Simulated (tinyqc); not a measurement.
Worked calculation: RKS/PBE in the sto-6g basis, for H6, spin multiplicity 1. One step of it, computed by the program tinyqc.

Question. Iteration 2: diagonalisation and new density. Diagonalise F' = X^T F X, C = X C', fill 3 alpha and 3 beta electrons from the bottom; D = 2 C_occ C_occ^T. Each column has its largest component positive (the first on a tie).

Kohn-Sham matrix F (hartree), lower triangle:
```
           1H 1s      2H 1s      3H 1s      4H 1s      5H 1s      6H 1s
1H 1s  -0.152232
2H 1s  -0.214454  -0.164737
3H 1s  -0.019773  -0.108581  -0.167113
4H 1s  -0.002365  -0.019827  -0.216869  -0.167113
5H 1s  -0.000069  -0.000866  -0.019827  -0.108581  -0.164737
6H 1s  -0.000004  -0.000069  -0.002365  -0.019773  -0.214454  -0.152232
```

X, lower triangle:
```
           1H 1s      2H 1s      3H 1s      4H 1s      5H 1s     6H 1s
1H 1s   1.066238
2H 1s  -0.221752   1.083094
3H 1s   0.019411  -0.112855   1.083959
4H 1s  -0.004043   0.019757  -0.225457   1.083959
5H 1s   0.000423  -0.001864   0.019757  -0.112855   1.083094
6H 1s  -0.000097   0.000423  -0.004043   0.019411  -0.221752  1.066238
```

Give: F' = X^T F X; orbital energies; coefficients C; D after iteration 2.

Answer.

F' = X^T F X (hartree), lower triangle:
```
         1        2        3        4        5        6
1  -0.0797
2  -0.1849  -0.0742
3   0.0207  -0.0974  -0.0752
4  -0.0054   0.0212  -0.1887  -0.0752
5   0.0007  -0.0026   0.0212  -0.0974  -0.0742
6  -0.0002   0.0007  -0.0054   0.0207  -0.1849  -0.0797
```

orbital energies (hartree): MO1 -0.3114, MO2 -0.2727, MO3 -0.2263, MO4 0.0158, MO5 0.1171, MO6 0.2192

coefficients C:
```
          MO1      MO2      MO3      MO4      MO5      MO6
1H 1s  0.2114   0.3942  -0.3951  -0.5217  -0.6262   0.4073
2H 1s  0.3061   0.4320  -0.2835   0.3515   0.6628  -0.5584
3H 1s  0.4223   0.1067   0.4121   0.5684  -0.1575   0.7293
4H 1s  0.4223  -0.1067   0.4121  -0.5684  -0.1575  -0.7293
5H 1s  0.3061  -0.4320  -0.2835  -0.3515   0.6628   0.5584
6H 1s  0.2114  -0.3942  -0.3951   0.5217  -0.6262  -0.4073
```

D after iteration 2, lower triangle:
```
         1H 1s    2H 1s    3H 1s    4H 1s   5H 1s   6H 1s
1H 1s   0.7124
2H 1s   0.6940   0.7213
3H 1s  -0.0630   0.1171   0.7191
4H 1s  -0.2313  -0.0674   0.6735   0.7191
5H 1s   0.0128  -0.0252  -0.0674   0.1171  0.7213
6H 1s   0.0908   0.0128  -0.2313  -0.0630  0.6940  0.7124
```
